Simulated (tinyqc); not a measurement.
Inside a calculation. Method: UHF in the sto-3g basis, for H4, spin multiplicity 1. One step of it, computed by the program tinyqc.

Question. Iteration 3: building the Fock matrix. J_ij = sum D_kl (ij|kl) with D = D(alpha) + D(beta), K_ij = sum D_kl (ik|jl) for each spin; F = H + J - K(s); E = tr D H + tr D J / 2 - 0.5 sum_s tr D(s) K(s) + E_nn.

D(alpha) after iteration 2, lower triangle:
```
           1H 1s      2H 1s     3H 1s     4H 1s
1H 1s   0.015337
2H 1s   0.081918   0.461539
3H 1s   0.041979   0.269545  0.200512
4H 1s  -0.065207  -0.221482  0.061033  0.947357
```

D(beta) after iteration 2, lower triangle:
```
           1H 1s     2H 1s     3H 1s     4H 1s
1H 1s   0.947299
2H 1s   0.061024  0.200551
3H 1s  -0.221821  0.269588  0.461801
4H 1s  -0.065167  0.041887  0.081797  0.015285
```

core Hamiltonian H = T + V (hartree), lower triangle:
```
           1H 1s      2H 1s      3H 1s      4H 1s
1H 1s  -1.233250
2H 1s  -0.557821  -1.674898
3H 1s  -0.167628  -1.185809  -1.674738
4H 1s  -0.011230  -0.167322  -0.556967  -1.232877
```

Two-electron integrals (ij|kl) in chemists' order, unique and non-zero (hartree):
```
(11|11) 0.774606   (21|11) 0.169901   (21|21) 0.054561   (22|11) 0.373107
(22|21) 0.169901   (22|22) 0.774606   (31|11) 0.035993   (31|21) 0.012817
(31|22) 0.046321   (31|31) 0.003309   (32|11) 0.173378   (32|21) 0.078958
(32|22) 0.384453   (32|31) 0.024220   (32|32) 0.231051   (33|11) 0.237492
(33|21) 0.105554   (33|22) 0.529848   (33|31) 0.035993   (33|32) 0.384453
(33|33) 0.774606   (41|11) 0.001428   (41|21) 0.000583   (41|22) 0.002452
(41|31) 0.000169   (41|32) 0.001454   (41|33) 0.002453   (41|41) 0.000010
(42|11) 0.017845   (42|21) 0.007645   (42|22) 0.035921   (42|31) 0.002451
(42|32) 0.024173   (42|33) 0.046233   (42|41) 0.000169   (42|42) 0.003297
(43|11) 0.056049   (43|21) 0.022928   (43|22) 0.105381   (43|31) 0.007648
(43|32) 0.078827   (43|33) 0.169616   (43|41) 0.000582   (43|42) 0.012775
(43|43) 0.054398   (44|11) 0.146912   (44|21) 0.056116   (44|22) 0.237386
(44|31) 0.017872   (44|32) 0.173286   (44|33) 0.372874   (44|41) 0.001428
(44|42) 0.035921   (44|43) 0.169616   (44|44) 0.774606
```

nuclear repulsion = 2.01463847 hartree

Give: Coulomb J; exchange K(alpha); exchange K(beta); F(alpha); F(beta); total energy of this density.

Answer.

Coulomb J (hartree), lower triangle:
```
        1H 1s   2H 1s   3H 1s   4H 1s
1H 1s  1.5232
2H 1s  0.4997  1.9145
3H 1s  0.1362  1.1193  1.9144
4H 1s  0.0078  0.1360  0.4989  1.5229
```

exchange K(alpha) (hartree), lower triangle:
```
         1H 1s   2H 1s   3H 1s   4H 1s
1H 1s   0.0751
2H 1s   0.1595  0.6356
3H 1s   0.0967  0.4649  0.5126
4H 1s  -0.0038  0.0576  0.2240  0.7578
```

exchange K(beta) (hartree), lower triangle:
```
         1H 1s   2H 1s   3H 1s   4H 1s
1H 1s   0.7578
2H 1s   0.2243  0.5127
3H 1s   0.0577  0.4650  0.6356
4H 1s  -0.0038  0.0965  0.1592  0.0749
```

F(alpha) (hartree), lower triangle:
```
         1H 1s    2H 1s    3H 1s    4H 1s
1H 1s   0.2149
2H 1s  -0.2175  -0.3960
3H 1s  -0.1281  -0.5314  -0.2729
4H 1s   0.0003  -0.0889  -0.2820  -0.4678
```

F(beta) (hartree), lower triangle:
```
         1H 1s    2H 1s    3H 1s   4H 1s
1H 1s  -0.4679
2H 1s  -0.2824  -0.2732
3H 1s  -0.0891  -0.5314  -0.3960
4H 1s   0.0003  -0.1278  -0.2172  0.2151
```

total energy of this density = -2.023692 hartree
